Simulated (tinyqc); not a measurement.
Convergence with the plane-wave basis: k.p theory built from an empirical-pseudopotential calculation at Gamma.

Empirical pseudopotential on the fcc lattice, atoms at +/- tau, tau = a (1,1,1)/8, no spin-orbit coupling. H(G,G') = c (2 pi/a)^2 |k + G|^2 delta + VS(q) cos(q.tau) + i VA(q) sin(q.tau), q = G - G', c = hbar^2/2m0; k and G in units of 2 pi/a; VS at |q|^2 = 3, 8, 11 and VA at 3, 4, 11, in rydberg, zero elsewhere. The basis holds all G with |G|^2 up to a cut-off. Energies are counted from the fourth level at Gamma.

For a multiplet A of d_A states, W(B) = (4 c/(3 d_A)) sum over n in A, m in B and i = x, y, z of |<n|G_i|m>|^2 (G in 1/angstrom, <n|G_i|m> = sum_G c_n(G)* G_i c_m(G)); the mean inverse mass of A is 1 + sum_B W(B)/(E_A - E_B). Multiplets with W = 0 are left out.

Valence parameters: D(u) = c + 4 c^2 sum_m <n|u.G|m><m|u.G|n'>/(0 - E_m) on the valence triplet, in units of c, has eigenvalues L, M, M along [100] and (L + 2M + 2N)/3, (L + 2M - N)/3 twice along [111]; g1 = -(L + 2M)/3, g2 = -(L - M)/6, g3 = -N/6.

Constants: hbar^2/2m0 = 3.80998211 eV angstrom^2; Ry = 13.60569312 eV.

Inputs chosen for the exercise (out of a larger set: near those of GaP; not measured data):

| symbol | value | unit | meaning |
|---|---|---|---|
| a | 5.455 | angstrom | lattice constant |
| VS | (-0.224, 0.031, 0.07) | Ry | symmetric form factors |
| VA | (0.118, 0.07, 0.019) | Ry | antisymmetric form factors |

E_s is the lowest empty singlet, Ep its W to the valence triplet, m its mass.

Results:

| cut-off | plane waves | E_s (eV) | Ep (eV) | m (m0) | g1 | g2 | g3 |
|---|---|---|---|---|---|---|---|
| 8 | 27 | 2.750 | 17.99 | 0.1337 | 3.53 | 0.78 | 1.43 |
| 11 | 51 | 2.696 | 18.55 | 0.1281 | 3.66 | 0.90 | 1.44 |
| 12 | 59 | 2.725 | 18.50 | 0.1298 | 3.72 | 0.86 | 1.45 |
| 16 | 65 | 2.727 | 18.50 | 0.1298 | 3.73 | 0.86 | 1.45 |
| 19 | 89 | 2.728 | 18.49 | 0.1299 | 3.72 | 0.86 | 1.45 |
| 20 | 113 | 2.743 | 18.48 | 0.1306 | 3.71 | 0.85 | 1.45 |
| 24 | 137 | 2.745 | 18.48 | 0.1307 | 3.71 | 0.85 | 1.45 |

How do the results move, and what explains it?

Against the last row, E_s errs most, by -0.048 eV, at cut-off 11, and by -0.002 eV in the last row but one. Ep varies by 3.0 % over the table and m by 4.3 %: the mass, near E_s/Ep, inherits the errors of both. Local form factors fix the converged values only roughly. The gap is a difference of two levels, so it need not converge steadily, and here it does not.

Program tinyqc; command `OMP_NUM_THREADS=1 python tinyqc.py 1050486 1050487 out.jsonl`; about 0.5 s on one thread of a shared Intel(R) Xeon(R) Processor @ 2.30GHz.
